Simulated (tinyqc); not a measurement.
FCI on RHF in the 6-31g basis, for H2, spin multiplicity 1, step by step. One step of it, computed by the program tinyqc.

Question. FCI: determinants and Hamiltonian. Slater-Condon rules over spin orbitals, with the nuclear repulsion added and E(HF) subtracted on the diagonal.

one-electron integrals over orbitals h = C^T H C (hartree):
```
           1          2          3         4
1  -1.044888   0.000000  -0.122648  0.000000
2   0.000000  -0.625896   0.000000  0.185410
3  -0.122648   0.000000   0.057092  0.000000
4   0.000000   0.185410   0.000000  0.124546
```

Two-electron integrals over orbitals (pq|rs), unique and non-zero (hartree):
```
(11|11) 0.541831    (21|21) 0.116453    (22|11) 0.440150    (22|22) 0.406011
(31|11) 0.122648    (31|22) 0.073271    (31|31) 0.088497    (32|21) 0.022510
(32|32) 0.041959    (33|11) 0.493861    (33|22) 0.410080    (33|31) 0.117719
(33|33) 0.477379    (41|21) -0.079060   (41|32) -0.056263   (41|41) 0.101196
(42|11) -0.132235   (42|22) -0.077639   (42|31) -0.081000   (42|33) -0.123834
(42|42) 0.084968    (43|21) -0.130793   (43|32) -0.052251   (43|41) 0.122725
(43|43) 0.186274    (44|11) 0.539542    (44|22) 0.447117    (44|31) 0.158440
(44|33) 0.522876    (44|42) -0.157138   (44|44) 0.594950
```

nuclear repulsion = 0.47502443 hartree

Hartree-Fock energy = -1.07292101 hartree

Give: determinants; H - E(HF) between determinants.

Answer.

Occupation strings over the orbitals (2 doubly, a alpha, b beta, 0 empty; spin orbitals ordered 1a 1b 2a 2b ...): 2000 ab00 a0b0 a00b ba00 b0a0 b00a 0200 0ab0 0a0b 0ba0 0020 00ab 0b0a 00ba 0002

H - E(HF) between determinants (hartree):
```
         2000     ab00     a0b0     a00b     ba00     b0a0     b00a     0200
2000   0.0000   0.0000   0.0000   0.0000   0.0000   0.0000   0.0000   0.1165
ab00   0.0000   0.3173   0.0000   0.0532  -0.1165   0.0000   0.0791   0.0000
a0b0   0.0000   0.0000   1.0540   0.0000   0.0000  -0.0885   0.0000   0.0225
a00b   0.0000   0.0532   0.0000   1.1671   0.0791   0.0000  -0.1012   0.0000
ba00   0.0000  -0.1165   0.0000   0.0791   0.3173   0.0000   0.0532   0.0000
b0a0   0.0000   0.0000  -0.0885   0.0000   0.0000   1.0540   0.0000  -0.0225
b00a   0.0000   0.0791   0.0000  -0.1012   0.0532   0.0000   1.1671   0.0000
0200   0.1165   0.0000   0.0225   0.0000   0.0000  -0.0225   0.0000   0.7022
0ab0   0.0000   0.0225   0.0000  -0.1308   0.0494   0.0000   0.0810   0.0000
0a0b  -0.0791   0.0000  -0.1308   0.0000   0.0000   0.0563   0.0000   0.1078
0ba0   0.0000   0.0494   0.0000   0.0810   0.0225   0.0000  -0.1308   0.0000
0020   0.0885   0.0000  -0.0049   0.0000   0.0000   0.0049   0.0000   0.0420
00ab   0.0000  -0.0810   0.0000   0.0358   0.0563   0.0000  -0.1227   0.0000
0b0a   0.0791   0.0000   0.0563   0.0000   0.0000  -0.1308   0.0000  -0.1078
00ba   0.0000   0.0563   0.0000  -0.1227  -0.0810   0.0000   0.0358   0.0000
0002   0.1012   0.0000   0.1227   0.0000   0.0000  -0.1227   0.0000   0.0850

         0ab0     0a0b     0ba0     0020     00ab     0b0a     00ba     0002
2000   0.0000  -0.0791   0.0000   0.0885   0.0000   0.0791   0.0000   0.1012
ab00   0.0225   0.0000   0.0494   0.0000  -0.0810   0.0000   0.0563   0.0000
a0b0   0.0000  -0.1308   0.0000  -0.0049   0.0000   0.0563   0.0000   0.1227
a00b  -0.1308   0.0000   0.0810   0.0000   0.0358   0.0000  -0.1227   0.0000
ba00   0.0494   0.0000   0.0225   0.0000   0.0563   0.0000  -0.0810   0.0000
b0a0   0.0000   0.0563   0.0000   0.0049   0.0000  -0.1308   0.0000  -0.1227
b00a   0.0810   0.0000  -0.1308   0.0000  -0.1227   0.0000   0.0358   0.0000
0200   0.0000   0.1078   0.0000   0.0420   0.0000  -0.1078   0.0000   0.0850
0ab0   1.3892   0.0000  -0.0420   0.0000  -0.0523   0.0000  -0.0616   0.0000
0a0b   0.0000   1.4937   0.0000  -0.0523   0.0000  -0.0850   0.0000   0.0283
0ba0  -0.0420   0.0000   1.3892   0.0000  -0.0616   0.0000  -0.0523   0.0000
0020   0.0000  -0.0523   0.0000   2.1395   0.0000   0.0523   0.0000   0.1863
00ab  -0.0523   0.0000  -0.0616   0.0000   2.2525   0.0000  -0.1863   0.0000
0b0a   0.0000  -0.0850   0.0000   0.0523   0.0000   1.4937   0.0000  -0.0283
00ba  -0.0616   0.0000  -0.0523   0.0000  -0.1863   0.0000   2.2525   0.0000
0002   0.0000   0.0283   0.0000   0.1863   0.0000  -0.0283   0.0000   2.3920
```
